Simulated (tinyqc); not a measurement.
Energy and delay of logic against supply voltage: energy and delay against supply voltage.

One expression serves below and above threshold: I(Vg) = Ik [ln(1 + exp((Vg - VT + dd V)/(al nf Vt)))]^al, with I_on = I(V) and I_off = I(0). Gate delay td = kd C V/I_on, clock period LD td. Per gate and cycle the switching energy is act C V^2 and the leakage energy I_off V LD td. No short-circuit current, no variation. Minima are sought above 0.09 V; below a few Vt gates no longer switch and the model has no meaning.

EDP = energy times td.

Parameters, values chosen for the exercise; values of the order met in logic technologies:
- T = 300 K (temperature)
- VT = 0.45 V (threshold voltage at zero drain bias)
- nf = 1.38 (slope factor)
- dd = 0.08 (barrier lowering per volt of supply)
- Ik = 2.1 uA (specific current of a gate)
- al = 1.79 (exponent of the current law)
- C = 1 fF (load capacitance of a gate)
- kd = 1.1 (delay factor)
- LD = 16 (logic depth)
- act = 0.2 (activity factor)

Constants: q = 1.602176634e-19 C, kB = 1.380649e-23 J/K, Vt = kB T/q. Results are converted to the units shown.

Energy and delay against supply voltage:

| V (V) | I_on (uA) | I_off (nA) | td (ps) | switching (aJ) | leakage (aJ) | energy (aJ) | EDP (fJ ps) |
|---|---|---|---|---|---|---|---|
| 0.15 | 6.487e-4 | 0.009769 | 2.544e5 | 4.500 | 5.964 | 10.46 | 2662 |
| 0.27 | 0.02304 | 0.01278 | 1.289e4 | 14.58 | 0.7119 | 15.29 | 197.1 |
| 0.38 | 0.4644 | 0.01636 | 900.1 | 28.88 | 0.08952 | 28.97 | 26.08 |
| 0.5 | 5.024 | 0.02140 | 109.5 | 50.00 | 0.01875 | 50.02 | 5.476 |
| 0.62 | 19.48 | 0.02801 | 35.02 | 76.88 | 0.009729 | 76.89 | 2.693 |
| 0.73 | 41.62 | 0.03583 | 19.29 | 106.6 | 0.008075 | 106.6 | 2.057 |
| 0.85 | 74.25 | 0.04688 | 12.59 | 144.5 | 0.008029 | 144.5 | 1.820 |
| 0.97 | 115.0 | 0.06134 | 9.279 | 188.2 | 0.008833 | 188.2 | 1.746 |
| 1.08 | 159.1 | 0.07846 | 7.468 | 233.3 | 0.01013 | 233.3 | 1.742 |
| 1.2 | 214.2 | 0.1026 | 6.162 | 288.0 | 0.01214 | 288.0 | 1.775 |

What does the comparison show, and why?

td falls from 2.54e5 to 6.16 ps; the energy rises from 10.5 to 288 aJ and the EDP goes from 2660 through a minimum of 1.74 (at V = 1.08 V among the rows listed) to 1.77 fJ ps. The exact minima lie at V = 0.172 V for the energy and 1.03 V for the EDP. Going from 1.2 V to the energy minimum saves a factor of 28.3 in energy and costs a factor of 24500 in delay. Below the minimum the leakage energy rises faster than the switching energy falls, because the clock period grows so steeply.

tinyqc, about 0.01 s, one thread, Intel Xeon 2.30GHz (shared host): `OMP_NUM_THREADS=1 python tinyqc.py 2082083 2082084 out.jsonl`
